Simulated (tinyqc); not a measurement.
# On-chip interconnect, size-dependent resistivity and RC delay: what changes with what

A rectangular line between two neighbours and two ground planes. Surface and grain-boundary scattering are added to the bulk resistivity as corrections; capacitances are parallel-plate values without fringing; inductance is ignored.

Inputs (values chosen for the exercise); metal values close to those of copper: bulk resistivity rho0 = 1.71 uohm cm; bulk mean free path lam = 40.6 nm; specular share of surface scattering ps = 0; reflection coefficient of grain boundaries Rg = 0.4; grain size over the metal width gr = 1; drawn line width wd = 8.6 nm; aspect ratio, height over width AR = 2.4; liner on both walls and the bottom, not conducting tl = 1.2 nm; space to the neighbouring lines sp = 13 nm; dielectric height to the planes above and below hd = 14 nm; relative permittivity of the dielectric ek = 3; Miller factor of the neighbours Mf = 0; line length Lw = 100 um; driver resistance Rd = 6900 ohm; load capacitance Cl = 4.1 fF; bulk resistivity of the second metal (close to cobalt) rho2 = 6.24 uohm cm; mean free path of the second metal lam2 = 11.7 nm; liner of the second metal tl2 = 0.1 nm.

Constants: eps0 = 8.8541878128e-12 F/m. Results are converted to the units shown.

Each table varies one quantity; the others keep the values above.

## Delay against the space to the neighbouring lines

Metal width x = wd - 2 tl, height y = AR wd - tl; grain boundaries (Mayadas-Shatzkes): al = (lam/(gr x)) Rg/(1 - Rg), g = 1/[1 - 3 al/2 + 3 al^2 - 3 al^3 ln(1 + 1/al)] - 1; surfaces (Fuchs-Sondheimer, thick limit): s = (3/8) lam (1 - ps)(1/x + 1/y); rho = rho0 (1 + g + s); r = rho/(x y); c = eps0 ek (2 wd/hd + 2 Mf AR wd/sp). Elmore delay tE = Rd (c Lw + Cl) + r Lw (c Lw/2 + Cl); t50 is the time at which the far end of a ladder of 30 pi sections (half capacitances at both ends, Cl at the far end, a step applied through Rd) reaches half the step; line share r Lw/(Rd + r Lw); estimate 0.69 Rd (c Lw + Cl) + 0.38 r c Lw^2 + 0.69 r Lw Cl.

Delay against the space to the neighbouring lines:
```
sp (nm)	rho (uohm cm)	r (ohm/um)	c (fF/um)	tE (ps)	t50 (ps)	estimate (ps)	line share of the resistance (%)
4.3	17.30	1436	0.03263	873.7	630.8	619.2	95.41
6	17.30	1436	0.03263	873.7	630.8	619.2	95.41
8.3	17.30	1436	0.03263	873.7	630.8	619.2	95.41
12	17.30	1436	0.03263	873.7	630.8	619.2	95.41
16	17.30	1436	0.03263	873.7	630.8	619.2	95.41
22	17.30	1436	0.03263	873.7	630.8	619.2	95.41
31	17.30	1436	0.03263	873.7	630.8	619.2	95.41
43	17.30	1436	0.03263	873.7	630.8	619.2	95.41
```

As sp goes from 4.3 to 43, r stays at 1440 ohm/um, c stays at 0.0326 fF/um and t50 stays at 631 ps. t50/tE stays at 0.722, and the estimate is within 1.8 % of t50.

## Two metals against line width

Metal width x = wd - 2 tl, height y = AR wd - tl; grain boundaries (Mayadas-Shatzkes): al = (lam/(gr x)) Rg/(1 - Rg), g = 1/[1 - 3 al/2 + 3 al^2 - 3 al^3 ln(1 + 1/al)] - 1; surfaces (Fuchs-Sondheimer, thick limit): s = (3/8) lam (1 - ps)(1/x + 1/y); rho = rho0 (1 + g + s); r = rho/(x y). The second metal has rho2, lam2 and tl2 in place of rho0, lam and tl; ps, Rg, gr and AR are shared.

Results:
```
wd (nm)	rho, first (uohm cm)	rho, second (uohm cm)	r, first (ohm/um)	r, second (ohm/um)	ratio second/first
5	37.98	28.08	1.352e4	4916	0.3635
6.5	25.03	22.95	4239	2350	0.5544
8	18.93	19.78	1878	1328	0.7071
10	14.50	17.06	836.6	728.3	0.8705
13	10.95	14.56	344.4	365.8	1.062
17	8.467	12.61	146.4	184.4	1.259
22	6.775	11.17	66.99	97.24	1.452
30	5.333	9.867	27.29	46.05	1.688
70	3.216	7.809	2.852	6.663	2.336
120	2.585	7.160	0.7664	2.076	2.709
```

Estimate the missing row, wd = 45 nm.

Computed row:
```
wd (nm)	rho, first (uohm cm)	rho, second (uohm cm)	r, first (ohm/um)	r, second (ohm/um)	ratio second/first
45	4.078	8.669	8.963	17.93	2.001
```

With this row back in the table: The resistivity of the first metal falls from 38.0 to 2.58 uohm cm and that of the second goes from 28.1 to 7.16 uohm cm as the line widens. The products rho0 lam, which set the size effect, are 69.4 and 73.0 uohm cm nm. The two resistances cross at wd = 11.9 nm: below it the second metal gives the lower line resistance. For widths well under the mean free path the thick-limit surface term is only a guide.

Range of the model: The metal width is under the mean free path, where the thick-limit surface term and the simple sum of corrections lose accuracy.

tinyqc, about 0.01 s, one thread, Intel Xeon 2.30GHz (shared host): `OMP_NUM_THREADS=1 python tinyqc.py 2100160 2100161 out.jsonl`
